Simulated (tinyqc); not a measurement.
One-sided p+-n junction, ionisation integral and breakdown: one step of the calculation.

A p+ layer at x < 0 and an n drift layer from x = 0. Depletion approximation, built-in voltage neglected. Local ionisation coefficients alpha_n = an exp(-(bn/E)^mx), alpha_p = ap exp(-(bp/E)^mx). Electrons move towards +x, holes towards x = 0.

Question. Field and ionisation coefficients on a grid. W = sqrt(2 eps0 eps_r V/(q N)), peak field E0 = q N W/(eps0 eps_r), falling linearly to 0 at W. Grid: 14 equal steps from 0 to fr W.

Values chosen for this exercise; material values close to those of gallium arsenide: relative permittivity eps_r = 12.9; prefactor of the electron ionisation coefficient an = 2.95e5 1/cm; field constant for electrons bn = 7.15e5 V/cm; prefactor of the hole ionisation coefficient ap = 2.08e5 1/cm; field constant for holes bp = 6.49e5 V/cm; exponent mx = 1.6; donor density of the drift layer N = 1.8e15 cm^-3; reverse voltage V = 129 V; share of the depleted width that the grid covers fr = 0.5.

Constants: q = 1.602176634e-19 C, eps0 = 8.8541878128e-14 F/cm where lengths are in cm. Results are converted to the units shown.

Give: W; x; E; alpha_n; alpha_p.

Answer.

W = 10.11 um

| point | x (um) | E (kV/cm) | alpha_n (1/cm) | alpha_p (1/cm) |
|---|---|---|---|---|
| 0 | 0.000 | 255.2 | 1631 | 2426 |
| 1 | 0.361 | 246.1 | 1195 | 1858 |
| 2 | 0.722 | 237.0 | 848.0 | 1385 |
| 3 | 1.083 | 227.9 | 580.5 | 1001 |
| 4 | 1.444 | 218.8 | 381.2 | 698.3 |
| 5 | 1.805 | 209.7 | 238.6 | 467.4 |
| 6 | 2.166 | 200.5 | 141.1 | 298.2 |
| 7 | 2.527 | 191.4 | 78.18 | 179.8 |
| 8 | 2.888 | 182.3 | 40.06 | 101.4 |
| 9 | 3.249 | 173.2 | 18.70 | 52.82 |
| 10 | 3.610 | 164.1 | 7.810 | 25.00 |
| 11 | 3.971 | 155.0 | 2.846 | 10.53 |
| 12 | 4.332 | 145.8 | 0.8778 | 3.846 |
| 13 | 4.693 | 136.7 | 0.2199 | 1.175 |
| 14 | 5.054 | 127.6 | 0.04237 | 0.2868 |

Computed by the program tinyqc: `OMP_NUM_THREADS=1 python tinyqc.py 2120147 2120148 out.jsonl`, one thread of a shared Intel Xeon 2.30GHz, about 0.05 s for the whole run.
